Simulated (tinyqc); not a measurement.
The 3-omega method: a line heater on a substrate with a thin film. Which input was changed? Computed by tinyqc, a small Python program. Command: `OMP_NUM_THREADS=1 python tinyqc.py 3026530 3026531 out.jsonl threeomega which`. One thread of a shared host (Intel(R) Xeon(R) Processor @ 2.30GHz), about 0.05 s of CPU time with the checks.

A current at angular frequency omega = 2 pi f heats the line at 2 omega with the amplitude P per length; the temperature swing Delta T at 2 omega gives a voltage at 3 omega. The substrate is taken as semi-infinite and isotropic, and the heat capacity of heater and film is left out.

Inputs (values chosen for the exercise, modelled on polycrystalline aluminium nitride on indium phosphide):

| quantity | value | unit |
|---|---|---|
| substrate conductivity kappa | 68.2 | W/(m K) |
| substrate heat capacity C | 1.49 | 1e6 J/(m^3 K) |
| heater half-width b | 15 | micrometre |
| power amplitude per length P | 27 | W/m |
| current frequency f | 420 | Hz |
| film thickness t | 1300 | nm |
| film conductivity kappa_f | 32 | W/(m K) |
| interface resistance R_i | 4.5 | m^2 K/GW |
| substrate thickness d_s | 500 | micrometre |
| temperature coefficient of resistance beta | 2.5 | 1e-3/K |
| voltage amplitude V_1 | 1.4 | V |

Method:
- D = kappa/C; q = sqrt(2 i omega/D); penetration depth 1/|q| = sqrt(D/(2 omega)).
- Delta T_s = (P/(pi kappa)) int_0^infinity (sin x/x)^2 / sqrt(x^2 + (q b)^2) dx with (q b)^2 = i |q b|^2, averaged over the heater width (12 Gauss-Legendre points on each of the pieces 0, 14 log-spaced edges from 1e-5 to 1, and multiples of pi to 40 pi; the tail adds 1/(4 (40 pi)^2)).
- For |q| b much below 1: Delta T_s = (P/(pi kappa)) [-ln(|q| b) + eta - i pi/4], eta = 3/2 - C_E = 0.92278, with Euler's C_E = 0.5772157.
- One-dimensional flow across the film: Delta T_f = P (t/kappa_f + R_i)/(2 b); total in-phase swing Delta T = Delta T_s + Delta T_f; third-harmonic amplitude V_3 = V_1 beta |Delta T|/2 with the out-of-phase part included; the apparent film conductivity is t/(t/kappa_f + R_i).

Task: One of these inputs alone was changed, within the range given: substrate conductivity kappa (34.1 to 136.4); heater half-width b (7.5 to 30); film thickness t (650 to 2600); interface resistance R_i (2.25 to 9). Which one, and to what value?

Results:

| run | in-phase Delta T_s (K) | apparent film conductivity (W/(m K)) | penetration depth (micrometre) |
|---|---|---|---|
| before | 0.3468048 | 28.80886 | 93.12568 |
| after | 0.3226342 | 28.80886 | 93.12568 |

Result:

Each candidate set to reproduce in-phase Delta T_s, and what it then gives:

| candidate | range searched | value needed | apparent film conductivity (W/(m K)) | penetration depth (micrometre) |
|---|---|---|---|---|
| substrate conductivity kappa (W/(m K)) | 34.1 to 136.4 | 74.47 | 28.809 | 97.315 |
| heater half-width b (micrometre) | 7.5 to 30 | 18.20 | 28.809 | 93.126 |
| film thickness t (nm) | 650 to 2600 | no effect | - | - |
| interface resistance R_i (m^2 K/GW) | 2.25 to 9 | no effect | - | - |

Only heater half-width b fits every result: it went from 15 to 18.2 micrometre. The next best candidate, substrate conductivity kappa, misses one result by 4.5 %.

Caution: the film does not conduct much worse than the substrate, so heat spreads in it and the one-dimensional step is only approximate, and wrong once kappa_f nears or exceeds kappa.
